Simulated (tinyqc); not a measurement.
AlGaN/GaN HEMT with access regions, lumped model: one step of the calculation.

A polarisation-induced electron sheet under a Schottky gate, in series with two ungated access regions and contacts. Drift law v = mu E/(1 + mu E/vs) under the gate. Currents in mA/mm, resistances in ohm mm. No self-heating, no channel-length modulation; fits for polarisation, barrier and offset are chosen for the exercise.

Task. Polarisation charge, threshold and sheet resistance. sigma = (5e13 x + 1.6e13 x^2) cm^-2, phiB = 0.84 + 1.3 x, dEc = 0.7 (1.71 x + x^2) in volts, Cb = eps0 eps_r/d, VT = phiB - dEc - q sigma/Cb, access density n0 = -Cb VT/q. Rsh = 1/(q mu n0); largest access current q n0 vs.

Values chosen for this exercise; values close to those of AlGaN/GaN structures: aluminium share of the barrier x = 0.16; barrier thickness d = 20 nm; relative permittivity of barrier and channel eps_r = 9.3; channel mobility mu = 1200 cm^2/(V s); saturation velocity vs = 1.3e7 cm/s.

Constants: q = 1.602176634e-19 C, eps0 = 8.8541878128e-14 F/cm where lengths are in cm. Results are converted to the units shown.

Find: sigma; Cb; VT; n0; Rsh; q n0 vs.

Result.

sigma = 8.4096e12 cm^-2
Cb = 0.41172 uF/cm^2
VT = -2.4340 V
n0 = 6.2547e12 cm^-2
Rsh = 831.57 ohm
q n0 vs = 1302.7 mA/mm

Computed by the program tinyqc: `OMP_NUM_THREADS=1 python tinyqc.py 2570137 2570138 out.jsonl`, one thread of a shared Intel Xeon 2.30GHz, about 0.01 s for the whole run.
